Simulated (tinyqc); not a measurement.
Heat flow across a film from the phonon Boltzmann equation in the relaxation-time approximation: one step, computed by the program tinyqc. Command: `OMP_NUM_THREADS=1 python tinyqc.py 3008761 3008762 out.jsonl slabbte walk`. One thread of a shared host (Intel(R) Xeon(R) Processor @ 2.30GHz), about 0.01 s of CPU time with the checks.

Two black walls, hot at x = 0 and cold at x = L, emit phonons isotropically. For one free path Lambda, with tau = x/Lambda, tau_L = L/Lambda and phi = (T - T_cold)/Delta T, energy balance gives phi(tau) = (1/2) [E2(tau) + int_0^tau_L phi(s) E1(|tau - s|) ds]; E_n are the exponential integrals. The flux over the ballistic flux C v Delta T/4 is psi = 1 - 2 int_0^tau_L phi(s) E2(s) ds, and kappa_eff/kappa = (3/4) tau_L psi. kappa = C v Lambda/3 is an input, so at fixed kappa a longer free path means a smaller C v.

Problem. The small linear system for Lambda_1. Cut the film into n equal cells with constant phi, collocated at the centres c_i: the kernel integrates to A_ij = |E2(|c_i - e_j|) - E2(|c_i - e_(j+1)|)|/2 for cell edges e_j, and A_ii = 1 - E2(half a cell); solve (1 - A) phi = E2(c)/2; psi = 1 - 2 sum_j phi_j [E3(e_j) - E3(e_(j+1))].

Inputs (values chosen for the exercise, modelled on diamond): film thickness L = 660 nm; free path Lambda_1 = 410 nm; cells n in the small system = 5.

Give: optical thickness tau_L; 1 - A; right-hand side E2(c)/2; flux weights E3(e_j) - E3(e_(j+1)).

Solution.

optical thickness tau_L = 1.610

1 - A:
$$\begin{pmatrix}
0.6253 & -0.1445 & -0.0685 & -0.0380 & -0.0225 \\
-0.1445 & 0.6253 & -0.1445 & -0.0685 & -0.0380 \\
-0.0685 & -0.1445 & 0.6253 & -0.1445 & -0.0685 \\
-0.0380 & -0.0685 & -0.1445 & 0.6253 & -0.1445 \\
-0.0225 & -0.0380 & -0.0685 & -0.1445 & 0.6253
\end{pmatrix}$$

right-hand side E2(c)/2: [0.3127, 0.1682, 0.09967, 0.06170, 0.03921]

flux weights E3(e_j) - E3(e_(j+1)): [0.2100, 0.1101, 0.06496, 0.04013, 0.02548]
